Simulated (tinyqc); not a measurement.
Worked calculation: BHZ model on a square lattice (one spin block). Values are carried at full precision from step to step, so a last printed digit may differ when a step is redone from the rounded ones.

h(k) = e0 + d.s with s the Pauli matrices in the basis (E, H), k in units of 1/a: dx = (A/a) sin kx, dy = (A/a) sin ky, dz = M - (2B/a^2)(2 - cos kx - cos ky), e0 = -(2D/a^2)(2 - cos kx - cos ky). The other spin block is h*(-k). For small k this is the continuum model with dz = M - B k^2.

Values chosen for the exercise (of the size used for HgTe wells; shifted at random, so the results belong to these values and not to a real crystal): A = 3.6 eV angstrom; B = -64.4 eV angstrom^2; D = -50.9 eV angstrom^2; M = 0.0248 eV (mass term); a = 20 angstrom (grid spacing); k = (0.44, 0.22) 1/a (wave vector); nk = 32 (points along kx).

## One k point

Form e0, d and E = e0 -/+ |d|.

e0 = 30.375 meV

dx, dy, dz (meV): 76.669  39.281  63.231

levels (meV): -76.486  137.236

## Signs of dz at the four invariant points

dz = M, M - 4B/a^2 (twice), M - 8B/a^2 at (0,0), (pi,0), (0,pi), (pi,pi). The product of the signs is (-1)^nu. C = (s00 - s0p - sp0 + spp)/2 is the Chern number of the lower band of this block, in the sense Omega = curl of i<u|grad u>.

dz (meV): (0,0) 24.80, (pi,0) 668.80, (0,pi) 668.80, (pi,pi) 1312.80

nu (Z2 index) = 0
C = 0

M/B < 0: no inversion, a trivial insulator.

## Wilson loop

For each ky: x = -(1/2 pi) arg of the product of <u_j|u_(j+1)> over nk points kx = 2 pi j/nk of the lower band, folded into (-1/2, 1/2]. x is the centre of the hybrid Wannier function; minus its winding over ky from -pi to pi (followed on 61 points) is C.

Centres:
```
ky        x (a)
-3.142   0.0000
-1.500   0.0117
-0.700   0.0438
-0.350   0.0728
-0.150   0.0725
0.000    0.0000
0.150   -0.0725
0.350   -0.0728
0.700   -0.0438
1.500   -0.0117
3.142    0.0000
```

C from the winding = 0

The centre returns without winding, moving at most 0.073 of a cell on these rows.

## Checks

- Chern number from the winding against the sign formula: both 0.

Run: tinyqc, `OMP_NUM_THREADS=1 python tinyqc.py 1481032 1481033 out.jsonl`; Intel(R) Xeon(R) Processor @ 2.30GHz, one thread, shared host; about 0.07 s of CPU time with all checks.
